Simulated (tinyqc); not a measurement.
Inside a calculation. Model: electron mobility in a silicon inversion layer, empirical terms and Matthiessen rule.

Program tinyqc, `OMP_NUM_THREADS=1 python tinyqc.py 2510121 2510122 out.jsonl`; Intel Xeon 2.30GHz, shared host, one thread, about 0.01 s. Printed values are rounded.

Inversion layer of sheet density Ns on a uniformly doped body. The mobility terms are empirical power laws with prefactors chosen for the exercise; adding their inverses (Matthiessen) is itself an approximation.

Values chosen for this exercise; material values close to those of silicon:
- T = 250 K (temperature)
- Eg = 1.12 eV (band gap)
- eps_r = 11.7 (relative permittivity of the semiconductor)
- Nc = 2.15e19 cm^-3 (conduction-band density of states at T)
- Nv = 2e19 cm^-3 (valence-band density of states at T)
- Nb = 2.3e18 cm^-3 (body doping)
- Vsb = 0 V (reverse body bias)
- eta = 0.5 (weight of the inversion charge in the effective field)
- Cox = 1.15 uF/cm^2 (gate capacitance)
- Ap = 407 cm^2/(V s) (phonon-limited mobility at 1 MV/cm and 300 K)
- As = 621 cm^2/(V s) (roughness-limited mobility at 1 MV/cm)
- gs = 2 (exponent of the roughness term)
- Ac = 3800 cm^2/(V s) (Coulomb prefactor)
- Nit = 2e10 cm^-2 (charge at the interface)
- Ns = 3.5e12 cm^-2 (inversion density)
- WL = 5 (ratio W/L)
- Vd = 0.05 V (drain voltage)
- I = 23.4 uA (measured linear current)

Constants: q = 1.602176634e-19 C, kB = 1.380649e-23 J/K, Vt = kB T/q, eps0 = 8.8541878128e-14 F/cm where lengths are in cm. Results are converted to the units shown.

## Depletion charge and effective field

ni = sqrt(Nc Nv) exp(-Eg/(2 Vt)), Eg in volts; Ndep = sqrt(2 eps0 eps_r Nb (2 Vt ln(Nb/ni) + Vsb)/q); E = q (Ndep + eta Ns)/(eps0 eps_r), in MV/cm.

ni = 1.065690e8 cm^-3
Ndep = 5.522129e12 cm^-2
E = 1.124702 MV/cm

The depletion charge gives 75.9 % of the field.

## Mobility terms and their sum

With t = T/(300 K): muC = Ac (Ns/1e12 cm^-2) t/(Nb/1e17 cm^-3 + Nit/1e11 cm^-2), muP = Ap E^(-1/3) t^(-1.75), muS = As E^(-gs); 1/mu is the sum of the inverses.

terms (cm^2/(V s)): Coulomb 477.7299, phonon 538.4546, roughness 490.9269
mu = 167.0184 cm^2/(V s)
shares of 1/mu (%): Coulomb 34.96085, phonon 31.01811, roughness 34.02104

The Coulomb term limits most.

## Iteration 1: inversion density for the measured current

Ns at the start = 5.2e12 cm^-2

I = (W/L) q Ns mu Vd. E = q (Ndep + eta Ns)/(eps0 eps_r) in MV/cm. With t = T/(300 K): muC = Ac (Ns/1e12 cm^-2) t/(Nb/1e17 cm^-3 + Nit/1e11 cm^-2), muP = Ap E^(-1/3) t^(-1.75), muS = As E^(-gs); 1/mu is the sum of the inverses. Ns(new) = I/((W/L) q mu Vd).

E = 1.256162 MV/cm
mu = 170.1620 cm^2/(V s)
Ns after iteration 1 = 3.433230e12 cm^-2

## Iteration 2: inversion density for the measured current

As before.

E = 1.119539 MV/cm
mu = 166.4845 cm^2/(V s)
Ns after iteration 2 = 3.509068e12 cm^-2

## Course of the iteration: inversion density for the measured current

Stop when Ns changes by less than 1e5 cm^-2, or after 120 iterations.

Course of the iteration:
```
iteration,Ns (cm^-2),|change| (cm^-2)
1,3.433230e12,1.77e12
2,3.509068e12,7.58e10
3,3.496399e12,1.27e10
4,3.498430e12,2.03e9
5,3.498102e12,3.28e8
6,3.498155e12,5.29e7
7,3.498146e12,8.53e6
8,3.498147e12,1.38e6
9,3.498147e12,2.22e5
10,3.498147e12,3.58e4
```

Converged in 10 iterations. At the end each change is about 0.16 times the one before, with alternating sign: linear convergence.

## Split C-V extraction

```
point,Vg (V),Cgc (uF/cm^2),I (uA)
0,0.1,2.866983e-5,1.310501e-10
1,0.15,1.782520e-4,5.066502e-9
2,0.2,0.001107514,1.957320e-7
3,0.25,0.006852325,7.527448e-6
4,0.3,0.04132434,2.815871e-4
5,0.35,0.2163882,0.009017192
6,0.4,0.6789259,0.1570038
7,0.45,1.034560,0.9408717
8,0.5,1.129727,2.578012
9,0.55,1.146691,4.814561
10,0.6,1.149467,7.412605
11,0.65,1.149914,10.21794
12,0.7,1.149986,13.12725
```

Q(Vg) is the trapezoid sum of Cgc from the first point (where Q is taken as 0); mu_eff = I/((W/L) Q Vd); mu_FE = (dI/dVg)/((W/L) Cox Vd) with a backward difference. Listed from point 4 on.

```
point,Q (uC/cm^2),mu_eff (cm^2/(V s)),mu_FE (cm^2/(V s))
4,0.001440730,0.7817901,0.01906502
5,0.007883544,4.575197,0.6076943
6,0.03026640,20.74959,10.29472
7,0.07310354,51.48159,54.52994
8,0.1272107,81.06273,113.8880
9,0.1841212,104.5955,155.5860
10,0.2415251,122.7633,180.7335
11,0.2990096,136.6904,195.1536
12,0.3565071,147.2873,202.3868
```

At the last point mu_FE is 37 % above mu_eff.
